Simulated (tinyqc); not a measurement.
# Worked calculation: off-state leakage of single and stacked transistors

Numbers from tinyqc (`OMP_NUM_THREADS=1 python tinyqc.py 2242166 2242167 out.jsonl`; about 0.03 s on one thread of a shared Intel Xeon 2.30GHz). Printed values are rounded.

n-channel devices of unit width. Subthreshold current I(Vg, Vs, Vd) = I0 (T/300 K)^0.5 exp[(Vg - Vs - VT(T) - gb (Vs - Vb) + dd (Vd - Vs))/(nf Vt)] (1 - exp(-(Vd - Vs)/Vt)), VT(T) = VT - cT (T - 300 K). Gate-edge tunnelling Ig (Vd/1 V) exp(ag (Vd - 1 V)), for a gate at 0 V, and band-to-band leakage Ab u exp(-Bb/u), u = Vd - Vb + 1 V, flow at a drain held at V; both are taken as independent of T. In a stack of off transistors (all gates at 0 V) the same subthreshold current passes through each.

Values chosen for this exercise; values of the order met in bulk silicon logic transistors: temperature T = 378 K; supply voltage V = 1.2 V; threshold at 300 K, zero drain and body bias VT = 0.48 V; fall of the threshold with temperature cT = 0.7 mV/K; current at threshold at 300 K I0 = 0.61 uA/um; slope factor nf = 1.3; drain-induced lowering per volt dd = 0.15; rise of the threshold per volt of source-body bias gb = 0.22; gate-edge tunnelling current at 1 V Ig = 1e-6 uA/um; exponential slope of the gate current ag = 3.1 1/V; prefactor of band-to-band leakage at the drain Ab = 100 uA/(um V); its exponential voltage Bb = 25 V; body voltage Vb = 0 V.

Constants: q = 1.602176634e-19 C, kB = 1.380649e-23 J/K, Vt = kB T/q. Results are converted to the units shown.

## Leakage of one transistor

Vg = Vs = 0, Vd = V; effective threshold VT(T) - gb Vb - dd V.

effective threshold = 0.2454 V
parts (nA/um): subthreshold 2.08306, gate edge 0.00223071, band-to-band 2.55422
total = 4.63951 nA/um
shares (%): subthreshold 44.8983, gate edge 0.0480808, band-to-band 55.0536

The band-to-band part is the largest.

## Starting value

Vx = dd V/(1 + gb + 2 dd), the solution for Vx well above Vt, rounded to three decimals.

Vx at the start = 0.118 V

## Iteration 1: new Vx

Stack of two, Vx the node between them: I_low = I(0, 0, Vx), I_up = I(0, Vx, V), f = ln(I_up/I_low), f' = -(1 + gb + 2 dd)/(nf Vt) - 1/(Vt (exp(Vx/Vt) - 1)) - 1/(Vt (exp((V - Vx)/Vt) - 1)), Vx(new) = Vx - f/f'.

I_low = 0.0438936 nA/um
I_up = 0.0457851 nA/um
f = 0.0421909
f' = -36.7377 1/V
Vx after iteration 1 = 0.119148 V

## Iteration 2: new Vx

As before.

I_low = 0.0441144 nA/um
I_up = 0.0441152 nA/um
f = 1.73118e-5
f' = -36.7078 1/V
Vx after iteration 2 = 0.119149 V

## Course of the iteration

Stop when the step is below 1e-11 V, or after 40 iterations.

Course of the iteration:

| iteration | Vx before the step (V) | step (V) |
|---|---|---|
| 1 | 0.118 | 1.15e-3 |
| 2 | 0.119148 | 4.72e-7 |
| 3 | 0.119149 | 7.75e-14 |

Converged in 3 iterations. The subthreshold current of the stack is 0.04411 nA/um, 47.2 times less than that of one transistor (the drain leakage is unchanged); the estimate exp[dd V (1 + gb + dd)/((1 + gb + 2 dd) nf Vt)] gives 46.1.
